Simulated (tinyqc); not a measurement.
Inside a calculation: special k points of the simple cubic lattice. Values are carried at full precision from step to step, so a last printed digit may differ when a step is redone from the rounded ones.

Lattice vectors in units of a: a1 = (1, 0, 0), a2 = (0, 1, 0), a3 = (0, 0, 1); reciprocal vectors b_i with a_i . b_j = 2 pi delta_ij. Mesh: k = sum_i f_i b_i with f_i = (2 j_i + shift)/(2 N), j_i = 0 .. N-1. The point group of the lattice has 48 operations; only those that map the mesh onto itself are used.

Parameters, chosen for this exercise:

| symbol | value | unit | meaning |
|---|---|---|---|
| N | 6 |  | points along each reciprocal vector |
| shift | 0 |  | half steps |
| D | 1.69 | eV | half gap term |
| t | 0.78 | eV | coupling |
| e0 | 2.61 | eV | offset |

## Irreducible points and weights

Join points that an operation carries into one another (modulo reciprocal vectors); list each class by its first point in the order of (j1, j2, ...).

Irreducible points:

| f1 | f2 | f3 | weight |
|---|---|---|---|
| 0.00000 | 0.00000 | 0.00000 | 1 |
| 0.00000 | 0.00000 | 0.16667 | 6 |
| 0.00000 | 0.00000 | 0.33333 | 6 |
| 0.00000 | 0.00000 | 0.50000 | 3 |
| 0.00000 | 0.16667 | 0.16667 | 12 |
| 0.00000 | 0.16667 | 0.33333 | 24 |
| 0.00000 | 0.16667 | 0.50000 | 12 |
| 0.00000 | 0.33333 | 0.33333 | 12 |
| 0.00000 | 0.33333 | 0.50000 | 12 |
| 0.00000 | 0.50000 | 0.50000 | 3 |
| 0.16667 | 0.16667 | 0.16667 | 8 |
| 0.16667 | 0.16667 | 0.33333 | 24 |
| 0.16667 | 0.16667 | 0.50000 | 12 |
| 0.16667 | 0.33333 | 0.33333 | 24 |
| 0.16667 | 0.33333 | 0.50000 | 24 |
| 0.16667 | 0.50000 | 0.50000 | 6 |
| 0.33333 | 0.33333 | 0.33333 | 8 |
| 0.33333 | 0.33333 | 0.50000 | 12 |
| 0.33333 | 0.50000 | 0.50000 | 6 |
| 0.50000 | 0.50000 | 0.50000 | 1 |

operations that keep the mesh = 48
irreducible points = 20

The weights add up to 216 = N^3; symmetry saves a factor 10.8.

## Which stars the mesh integrates

A_m(k) = sum over the m-th star of lattice vectors R of cos(k . R), stars in order of length: m = 1: |R|^2 = 1, 6 vectors, such as (1, 0, 0) in the basis a_i; m = 2: |R|^2 = 2, 12 vectors, such as (1, 1, 0) in the basis a_i; m = 3: |R|^2 = 3, 8 vectors, such as (1, 1, 1) in the basis a_i; m = 4: |R|^2 = 4, 6 vectors, such as (2, 0, 0) in the basis a_i; m = 5: |R|^2 = 5, 24 vectors, such as (2, 1, 0) in the basis a_i; m = 6: |R|^2 = 6, 24 vectors, such as (2, 1, 1) in the basis a_i. The zone mean of every A_m is zero.

Lattice vectors in units of a: a1 = (1, 0, 0), a2 = (0, 1, 0), a3 = (0, 0, 1); f are fractions of the reciprocal vectors. Evaluate the first six A_m at each irreducible point (k . R = 2 pi sum f_i n_i) and form the weighted means.

A_m at the points:
```
       m=1     m=2     m=3     m=4      m=5      m=6
1    6.000  12.000   8.000   6.000   24.000   24.000
2    5.000   8.000   4.000   3.000    8.000    4.000
3    3.000   0.000  -4.000   3.000    0.000  -12.000
4    2.000  -4.000  -8.000   6.000    8.000   -8.000
5    4.000   5.000   2.000   0.000   -2.000   -2.000
6    2.000  -1.000  -2.000   0.000   -4.000   -2.000
7    1.000  -4.000  -4.000   3.000    4.000    4.000
8    0.000  -3.000   2.000   0.000   -6.000    6.000
9   -1.000  -4.000   4.000   3.000   -4.000    4.000
10  -2.000  -4.000   8.000   6.000   -8.000   -8.000
11   3.000   3.000   1.000  -3.000   -6.000   -3.000
12   1.000  -1.000  -1.000  -3.000   -2.000    1.000
13   0.000  -3.000  -2.000   0.000    6.000    6.000
14  -1.000  -1.000   1.000  -3.000    2.000    1.000
15  -2.000  -1.000   2.000   0.000    4.000   -2.000
16  -3.000   0.000   4.000   3.000    0.000  -12.000
17  -3.000   3.000  -1.000  -3.000    6.000   -3.000
18  -4.000   5.000  -2.000   0.000    2.000   -2.000
19  -5.000   8.000  -4.000   3.000   -8.000    4.000
20  -6.000  12.000  -8.000   6.000  -24.000   24.000
```

weighted means: m=1 0.000, m=2 0.000, m=3 0.000, m=4 0.000, m=5 0.000, m=6 0.000

All six means vanish: the mesh is exact for functions whose Fourier series ends within these stars.

## A zone average from the irreducible points

Test function, the lower band of a two-band insulator: E(k) = -sqrt(D^2 + (e0 - t A_1(k))^2).

Lattice vectors in units of a: a1 = (1, 0, 0), a2 = (0, 1, 0), a3 = (0, 0, 1). Evaluate E at each point and take the weighted mean; the reference uses the unshifted mesh with N = 24.

E at the points (eV): -2.6723  -2.1261  -1.7114  -1.9896  -1.7653  -1.9896  -2.4910  -3.1094  -3.7879  -4.4994  -1.7114  -2.4910  -3.1094  -3.7879  -4.4994  -5.2305  -5.2305  -5.9740  -6.7258  -7.4833

weighted mean = -3.3759 eV
reference mean = -3.3758 eV

The error is -0.09 meV with 20 points.

## Checks

- Weighted mean over irreducible points against the plain mean over the whole mesh (eV): both -3.375906.
- Reference mean against a mesh of N = 30 (eV): both -3.3758.

(tinyqc, `OMP_NUM_THREADS=1 python tinyqc.py 1681094 1681095 out.jsonl`, Intel(R) Xeon(R) Processor @ 2.30GHz, 1 thread, shared host, about 0.1 s.)
